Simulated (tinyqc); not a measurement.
Inside a calculation: two electrons on one impurity (helium-like model). Values are carried at full precision from step to step, so a last printed digit may differ when a step is redone from the rounded ones.

Units Ha* = 2 Ry m/eps^2 and a* = a0 eps/m. One electron is bound by Z^2/2. Two electrons in the singlet built from exp(-a r) and exp(-b r): S = 8 (ab)^(3/2)/(a + b)^3, h_aa = a^2/2 - Z a, h_bb alike, h_ab = S (ab/2 - Z (a + b)/2), J = ab (a^2 + 3ab + b^2)/(a + b)^3, K = 20 (ab)^3/(a + b)^5, E = (h_aa + h_bb + 2 S h_ab + J + K)/(1 + S^2). For a = b this is a^2 - 2 Z a + 5a/8. Real double donors are deeper, since the central cell is left out.

Constants: Ry = 13.60569312 eV; a0 (Bohr radius) = 0.5291772105 angstrom.

Values chosen for the exercise (near those of impurities in Si; shifted at random, so the results belong to these values and not to a real crystal):
- m = 0.32 m0 (one mean mass)
- eps = 11.8 (dielectric constant)
- Z = 2 (effective charge (1: D- centre, 2: double donor; other values mimic a central cell))
- ab = (2.33, 1.41) 1/a* (trial exponents a, b)

## Units and equal orbitals

Give Ha*, a*, the best common exponent Z - 5/16, E = -(Z - 5/16)^2, and the binding of the second electron -Z^2/2 - E.

Ha* = 62.537 meV
a* = 19.51 angstrom
exponent = 1.6875
E with equal orbitals = -2.84766 Ha*
binding of the second electron = 53.01 meV

The first electron is bound by 125.1 meV, 2.36 times as much as the second.

## Unequal orbitals

Evaluate the integrals and E.

S, h_aa, h_bb, h_ab, J, K: 0.91062  -1.94555  -1.82595  -1.90989  1.08474  0.96916

E = -2.84052 Ha*

This lies 0.0071 Ha* above the best equal-orbital value -(Z - 5/16)^2.

## The minimum over a and b

Give a, b, E, both binding energies and U, their difference.

a, b (1/a*): 2.183  1.189

E = -2.87566 Ha*

binding of the first and second electron (meV): 125.07  54.76

U = 70.31 meV

Letting one electron stay close and the other roam (decay lengths 9 and 16 angstrom) gains 1.75 meV. The exact value for Z = 2 is -2.90372, 1.75 meV lower.

## Checks

- Minimum for Z = 1 against the known -0.51330: both -0.51330.
- Minimum for Z = 2 against the known -2.87566: both -2.87566.

Program tinyqc; command `OMP_NUM_THREADS=1 python tinyqc.py 1282611 1282612 out.jsonl`; about 0.06 s on one thread of a shared Intel(R) Xeon(R) Processor @ 2.30GHz.
